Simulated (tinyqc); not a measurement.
Convergence with cell size: Koster-Slater impurity in a tight-binding band, by Green functions and by supercells. Computed by tinyqc, a small Python program. Command: `OMP_NUM_THREADS=1 python tinyqc.py 3026522 3026523 out.jsonl kosterslater walk`. One thread of a shared host (Intel(R) Xeon(R) Processor @ 2.30GHz), about 0.02 s of CPU time with the checks.

One orbital per site, e(k) = -2 t sum cos(k_i) over 1 direction(s), band from -2 t to 2 t, lattice constant 1. One site has the extra energy U. Spin is left out.

Inputs (values chosen for the exercise, for a model band): hopping t = 1.5 eV; impurity potential U = -0.714 eV.

Lattice: chain.

Method:
- Outside the band G0(E) = sign(E)/sqrt(E^2 - 4 t^2).
- A bound state solves 1/U = G0(E).
- Bisection in ln(distance from the edge) between 1e-5 t and |U| + t. Weight on the impurity site: -1/(U^2 dG0/dE), by a central difference with step min(1e-4 t, distance/30). Decay length along an axis: 1/arccosh(1 + distance/(2 t)).
- In a periodic cell of N sites along each direction with Bloch vector K, the level solves 1/U = N^-d sum_k 1/(E - e(k)), k_i = (2 pi m_i + K_i)/N, m_i = 0..N-1; the outermost root on the side of U is taken (bisection). d is the number of directions. Gamma means K_i = 0, the zone corner K_i = pi, the quarter point K_i = pi/2.
- Even N; errors against the isolated level E_b, set to 0 below 1e-6 t.

level E_b = -3.08380 eV

decay length = 4.24073 sites

Error of the level (eV):
```
N   sites     Gamma      corner  quarter point
4       4  -0.12378  5.7565e-01     9.6778e-02
6       6  -0.06772  2.1327e-01     2.6642e-02
8       8  -0.04079  9.6778e-02     8.8215e-03
12     12  -0.01641  2.6642e-02     1.1909e-03
16     16  -0.00680  8.8215e-03     1.7587e-04
24     24  -0.00112  1.1909e-03     4.0156e-06
```

What does the comparison show, and why?

The error at Gamma falls exponentially, between the last two resolved rows by exp(-0.226) per site against 1/(decay length) = 0.236. Gamma and the corner err in opposite directions. No listed cell reaches 1 meV at Gamma; at the quarter point N = 16 is enough.

Extremes, crossings and ranges named in words are read from the listed rows.
